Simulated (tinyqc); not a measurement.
Frequency dispersion of an accumulation capacitance by border traps, distributed model: one step of the calculation.

Traps spread evenly through the insulator exchange electrons with the semiconductor by tunnelling, with tau(x) = t0 exp(2 ka x) at depth x from the interface. The admittance per area Y seen at depth x obeys dY/dx = -Y^2/(i w eps0 eox) + q Nb ln(1 + i w tau)/tau, with Y(0) = i w Cs and w = 2 pi f; the gate sees Y(tox) = G + i w C. Working variable y = Y/(i w), in uF/cm^2. Cox = eps0 eox/tox.

Task. Scales and lumped estimate. Cox; trap-free value 1/(1/Cox + 1/Cs); response depth d = ln(1/(w t0))/(2 ka), where w tau = 1; lumped estimate: all traps within d act as C_bt = q Nb d placed at d/2, so C = 1/{1/[1/(1/Cs + d/(2 eps0 eox)) + C_bt] + (tox - d/2)/(eps0 eox)}.

Values chosen for this exercise; permittivity close to that of silicon dioxide:
```
symbol   value         unit                                               meaning
eox       3.79                             relative permittivity of the insulator
tox         11           nm                                   insulator thickness
Cs         5.5      uF/cm^2             semiconductor capacitance in accumulation
Nb      1.1e20  cm^-3 eV^-1                               density of border traps
ka         3.9         1/nm  decay constant of the wave function in the insulator
t0       9e-11            s              time constant of a trap at the interface
f          1e6           Hz                                             frequency
```

Constants: q = 1.602176634e-19 C, eps0 = 8.8541878128e-14 F/cm where lengths are in cm. Results are converted to the units shown.

Find: Cox; trap-free C; d; C_bt; lumped C.

Result.

Cox = 0.30507 uF/cm^2
trap-free C = 0.28904 uF/cm^2
d = 0.95870 nm
C_bt = 1.6896 uF/cm^2
lumped C = 0.29897 uF/cm^2

The traps within reach amount to 0.307 Cs and lie in the first 8.72 % of the insulator.

Numbers from tinyqc (`OMP_NUM_THREADS=1 python tinyqc.py 2202039 2202040 out.jsonl`; about 0.8 s on one thread of a shared Intel Xeon 2.30GHz).
